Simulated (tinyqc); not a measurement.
Straight dislocations in isotropic elasticity: fields, energies, partials, Peierls stress and walls. Changing the dislocation density rho. Computed by tinyqc, a small Python program. Command: `OMP_NUM_THREADS=1 python tinyqc.py 3025831 3025832 out.jsonl disloc sweep`. One thread of a shared host (Intel(R) Xeon(R) Processor @ 2.30GHz), about 0.01 s of CPU time with the checks.

The line runs along z, the glide plane is y = 0, and beta is the angle between b and the line (0 screw, 90 degrees edge): b_e = b sin(beta) along +x with the extra half plane at y > 0, b_s = b cos(beta). Stress is positive in tension.

Inputs (values chosen for the exercise, modelled on silicon): shear modulus G = 69.6 GPa; Poisson ratio nu = 0.223; Burgers vector b = 3.84 angstrom; core radius r0/b = 2; source length l = 540 nm.

Character: edge.

Constants: 1 eV/angstrom^3 = 160.2176634 GPa.

Method:
- Energy factor K = G [cos^2(beta) + sin^2(beta)/(1 - nu)].
- E = K b^2/(4 pi) ln(R/r0) with R = 1/(2 sqrt(rho)); tension T = E + d^2E/d(beta)^2 = G b^2 [1 + nu - 3 nu sin^2(beta)]/(4 pi (1 - nu)) ln(R/r0). The core energy is taken into r0.
- Frank-Read source, averaged over the loop: tau = G b/(2 pi l) [(1 - nu/2)/(1 - nu)] ln(l/r0). Taylor hardening: tau = 0.3 G b sqrt(rho).

One run for each value:
```
dislocation density rho (1/m^2)  stored energy rho E (kJ/m^3)  Taylor stress (MPa)  line energy E (eV/nm)
1.00e+08                                           1.1650e-03           8.0179e-02                 72.714
1.00e+09                                           1.0440e-02           2.5355e-01                 65.161
1.00e+10                                           9.2298e-02           8.0179e-01                 57.608
1.00e+11                                           8.0197e-01           2.5355e+00                 50.055
1.00e+12                                           6.8096e+00           8.0179e+00                 42.502
1.00e+13                                           5.5995e+01           2.5355e+01                 34.949
1.00e+14                                           4.3893e+02           8.0179e+01                 27.396
1.00e+15                                           3.1792e+03           2.5355e+02                 19.843
1.00e+16                                           1.9691e+04           8.0179e+02                 12.290
```

Describe and explain the trends.

Over the rows, stored energy rho E (kJ/m^3) rises from 0.00117 to 19700 (exponent d ln y / d ln x 0.95 between the first rows and 0.79 between the last); Taylor stress (MPa) rises from 0.0802 to 802 (exponent d ln y / d ln x about 0.50 throughout); line energy E (eV/nm) falls from 72.7 to 12.3 (exponent d ln y / d ln x -0.048 between the first rows and -0.21 between the last). The exponent of Taylor stress stays at 0.50: the forest spacing is rho^(-1/2).

Caution (all rows): in covalent crystals the flow stress is largely set by thermally activated glide over the Peierls barrier, which the source and Taylor stresses leave out.
